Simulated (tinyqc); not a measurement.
Worked calculation: velocity overshoot from momentum and energy balance equations after a field step. Computed by tinyqc, a small Python program that keeps every step. Command: `OMP_NUM_THREADS=1 python tinyqc.py 3007957 3007958 out.jsonl overshoot walk`. One thread of a shared host (Intel(R) Xeon(R) Processor @ 2.30GHz), about 0.01 s of CPU time with the checks. Intermediate numbers are printed to about 6 digits and carried at full precision; extremes and crossings named in words are read from the listed rows.

At t = 0 the field jumps from 0 to F in a uniform sample. v is the drift velocity and u = w - (3/2) k_B T the excess energy per carrier.

Inputs (values chosen for the exercise, modelled on electrons in germanium except for tau_E):

| quantity | value | unit |
|---|---|---|
| effective mass m | 0.12 | m_0 |
| low-field mobility mu_0 | 4000 | cm^2/(V s) |
| saturation velocity v_s | 0.69 | 1e7 cm/s |
| energy relaxation time tau_E | 0.38 | ps |
| field after the step F | 3.4 | kV/cm |
| lattice temperature T | 300 | K |
| time step dt | 18 | fs |

Scheme: explicit Euler.

Constants: m_0 = 9.1093837015e-31 kg; e = 1.602176634e-19 C; k_B = 8.617333262e-05 eV/K.

## Constants and steady state

dv/dt = e F/m - v/tau_m(u), du/dt = e F v - u/tau_E, tau_m(u) = tau_0/(1 + c u), tau_0 = m mu_0/e, c = mu_0/(e tau_E v_s^2); this choice gives the steady state v (1 + mu_0 F v/v_s^2) = mu_0 F, which saturates at v_s. Steady velocity v = 2 mu_0 F/(1 + sqrt(1 + 4 (mu_0 F/v_s)^2)); u = e F v tau_E; carrier temperature T + 2u/(3 k_B), neglecting the drift energy m v^2/2.

tau_0 = 272.910 fs

c = 221.095 1/eV

acceleration e F/m = 0.00498332 1e7 cm/s per fs

steady velocity = 0.536818 1e7 cm/s

steady excess energy = 0.00693569 eV

steady carrier temperature = 353.657 K

tau_E/tau_0 = 1.39, and in the steady state tau_m has shrunk to 107.7 fs.

## First four steps

dv/dt = e F/m - v/tau_m(u), du/dt = e F v - u/tau_E, tau_m(u) = tau_0/(1 + c u), tau_0 = m mu_0/e, c = mu_0/(e tau_E v_s^2); this choice gives the steady state v (1 + mu_0 F v/v_s^2) = mu_0 F, which saturates at v_s. Step: v_new = v + dt (e F/m - v/tau_m(u)), u_new = u + dt (e F v - u/tau_E). Start v = u = 0; the distance adds dt (v + v_new)/2.

Steps:

| step | t (fs) | v (1e7 cm/s) | u (eV) | tau_m (fs) |
|---|---|---|---|---|
| 1 | 18 | 0.089700 | 0 | 272.910 |
| 2 | 36 | 0.173483 | 5.48963e-05 | 269.638 |
| 3 | 54 | 0.251602 | 1.58468e-04 | 263.672 |
| 4 | 72 | 0.324126 | 3.04942e-04 | 255.673 |

After the first step u is still 0, below the drift energy m v^2/2, because the explicit scheme uses the old v: an error of the finite time step.

## The whole transient

Run to 8 times the larger of tau_E and tau_0, but at most 20001 steps, and stop early if |v| > 1000 v_s or u < -1/(2c); the run is accepted if the last v is within 0.5 % of the steady value.

Selected steps, the peak among them:

| step | t (fs) | v (1e7 cm/s) | u (eV) | distance (nm) |
|---|---|---|---|---|
| 1 | 18 | 0.089700 | 0.00000000 | 8.07298e-02 |
| 2 | 36 | 0.173483 | 0.00005490 | 3.17595e-01 |
| 3 | 54 | 0.251602 | 0.00015847 | 7.00172e-01 |
| 4 | 72 | 0.324126 | 0.00030494 | 1.21833e+00 |
| 7 | 126 | 0.507361 | 0.00094831 | 3.48431e+00 |
| 10 | 180 | 0.636772 | 0.00179314 | 6.59537e+00 |
| 15 | 270 | 0.736823 | 0.00332655 | 1.28729e+01 |
| 17 | 306 | 0.743753 | 0.00390266 | 1.55414e+01 |
| 23 | 414 | 0.702713 | 0.00530211 | 2.34073e+01 |
| 34 | 612 | 0.595580 | 0.00655553 | 3.61768e+01 |
| 51 | 918 | 0.542270 | 0.00692830 | 5.33353e+01 |
| 76 | 1368 | 0.536620 | 0.00693956 | 7.75374e+01 |
| 113 | 2034 | 0.536810 | 0.00693575 | 1.13284e+02 |
| 169 | 3042 | 0.536818 | 0.00693569 | 1.67395e+02 |

peak velocity = 0.743753 1e7 cm/s

time of the peak = 306 fs

distance at the peak = 15.5414 nm

last relative deviation from the steady velocity = 2.19362e-08

peak over steady velocity = 1.38548

The velocity overshoots to 1.39 times its steady value: momentum follows the field within tau_m while the energy, and with it the scattering rate, builds up over tau_E. A channel shorter than a few times 16 nm would see this.

## Error of the time step

The peak velocity is recomputed with dt/2 and dt/4 and by an adaptive Runge-Kutta method (tolerance 1e-9).

Peak velocity:

| step | v_peak (1e7 cm/s) | error (%) |
|---|---|---|
| dt | 0.743753 | 2.85867 |
| dt/2 | 0.732859 | 1.35209 |
| dt/4 | 0.727893 | 0.66527 |
| adaptive | 0.723082 | 0.00000 |

The explicit scheme puts the peak 2.86 % too high; halving dt divides the error by 2.11, as a first-order method should.

Checks made by the program: peak at dt/4 against the adaptive solution (relative difference 7e-03).
